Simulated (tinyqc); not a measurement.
Phonon-assisted absorption at an indirect gap, step by step. Values are carried at full precision from step to step, so a last printed digit may differ when a step is redone from the rounded ones.

alpha(E) = sum_j A_j [N_j (E - Eg + w_j)^2 + (N_j + 1)(E - Eg - w_j)^2], each bracket counted only where its base is positive; N_j = 1/(exp(w_j/kB T) - 1). The first term absorbs a phonon and the second emits one; excitons and direct transitions are left out.

Constants: kB = 8.617333262e-05 eV/K.

Values chosen for the exercise (loosely those of Si at room temperature; Eg is not tied to T; the results hold for these values, not for the real material):
```
symbol  value         unit         meaning
Eg      1.138         eV           indirect gap, held fixed unless listed
w       (57.2, 17.5)  meV          two zone-edge phonons
A       (2600, 500)   1/(cm eV^2)  their strengths
T       300           K
E       1.523         eV           photon energy
nr      3.57                       refractive index
d       270           micrometre   thickness
xj      0.26          micrometre   dead layer at the surface
W       0.69          micrometre   depleted width
L       34            micrometre   minority diffusion length below it
```

## The four branches at one energy

Evaluate the occupations and each term.

N_j: [0.1229, 1.033]

terms with phonon absorption (1/cm): [62.46, 83.70]

terms with phonon emission (1/cm): [313.7, 137.3]

alpha = 597.2 1/cm
wavelength hc/E (hc = 1239.841984 eV nm) = 814.1 nm

Phonon absorption supplies 24.5 % of alpha; the depth 1/alpha is 16.7 micrometre.

## What a slab does with it

Slab of thickness d in air, incoherent passes: R = ((nr - 1)/(nr + 1))^2, x = exp(-alpha d); transmitted Tr = (1 - R)^2 x/(1 - R^2 x^2), reflected Rt = R + (1 - R)^2 R x^2/(1 - R^2 x^2), absorbed Ab = (1 - R)(1 - x)/(1 - R x).

d in cm is 1e-4 times the value in micrometres.

R = 0.3163
x = 0.0000
Tr = 0.0000
Rt = 0.3163
Ab = 0.6837

A single pass would absorb (1 - R)(1 - x) = 0.6837; the back face adds 0.0000.

## Quantum efficiency of a diode

Photodiode (Gaertner form with a dead layer): QE = (1 - R) exp(-alpha xj) [1 - exp(-alpha W)/(1 + alpha L)], R = ((nr - 1)/(nr + 1))^2; responsivity = QE/E in A/W for E in eV.

Evaluate the factors; 1 micrometre = 1e-4 cm.

passes the dead layer = 0.9846
collected share = 0.6833
QE = 0.4600
responsivity = 0.3021 A/W

Without diffusion from below the collected share would be 0.0404.

## Checks

- Tr + Rt + Ab against 1: both 1.000000.

Run: tinyqc, `OMP_NUM_THREADS=1 python tinyqc.py 1681796 1681797 out.jsonl`; Intel(R) Xeon(R) Processor @ 2.30GHz, one thread, shared host; about 0.01 s of CPU time with all checks.
